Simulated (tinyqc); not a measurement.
Inside a calculation. Model: band offsets of oxides on a semiconductor by the charge-neutrality-level model.

Program tinyqc, `OMP_NUM_THREADS=1 python tinyqc.py 2410158 2410159 out.jsonl`; Intel Xeon 2.30GHz, shared host, one thread, about 0.01 s. Printed values are rounded.

Each material has a charge-neutrality level at the depth Phi = chi + Eg - CNL below vacuum. For oxide B on semiconductor A, dEc = (chiA - PhiA) - (chiB - PhiB) + S (PhiA - PhiB), dEv = EgB - EgA - dEc, with the pinning factor S = 1/(1 + 0.1 (eps_inf - 1)^2) of the oxide. S = 1 is the affinity rule, S = 0 aligns the two levels.

Parameters, values chosen for the exercise; substrate values close to those of germanium:
- EgA = 0.67 eV (gap of the semiconductor)
- chiA = 4.11 eV (its electron affinity)
- cA = 0.1 eV (its charge-neutrality level above the valence edge)

Range of the model: The model ignores the chemistry of the actual interface, which can move offsets by several tenths of an eV.

## One oxide

oxide values (close to silicon dioxide): Eg (eV) 8.94, chi (eV) 0.92, CNL (eV) 4.49, eps_inf 2.23

Depths of both levels, S and the two offsets.

PhiA = 4.68 eV
PhiB = 5.37 eV
S = 0.868591
dEc = 3.28067 eV
dEv = 4.98933 eV

The limits are dEc = 3.19 eV (S = 1) and 3.88 eV (S = 0).

## Oxides compared

Oxides (values chosen for the exercise, close to those of the materials named):
```
                 Eg (eV)  chi (eV)  CNL above Ev (eV)  eps_inf
silicon dioxide     8.94      0.92               4.49     2.23
silicon nitride     5.28      2.06               2.64      4.1
aluminium oxide     8.55      1.02               5.49     3.48
hafnium oxide        5.9      2.47               3.77      4.1
zirconium oxide     5.84      2.56               3.68     4.81
titanium oxide      3.05      3.83               2.14     7.57
tantalum oxide      4.45      3.23               3.39      4.8
```

The same for each oxide, with both limits.

Offsets:
```
                      S  dEc (eV)  dEv (eV)  dEc, S = 1 (eV)  dEc, S = 0 (eV)
silicon dioxide  0.8686     3.281     4.989            3.190            3.880
silicon nitride  0.5099     2.060     2.550            2.050            2.070
aluminium oxide  0.6192     2.862     5.018            3.090            2.490
hafnium oxide    0.5099     1.601     3.629            1.640            1.560
zirconium oxide  0.4079     1.574     3.596            1.550            1.590
titanium oxide   0.1881    0.3287     2.051           0.2800           0.3400
tantalum oxide   0.4092    0.6496     3.130           0.8800           0.4900
```

Both offsets exceed 1 eV for: silicon dioxide, silicon nitride, aluminium oxide, hafnium oxide, zirconium oxide. dEc falls short for: titanium oxide, tantalum oxide. The choice of S matters most for silicon dioxide, where the limits differ by 0.690 eV.
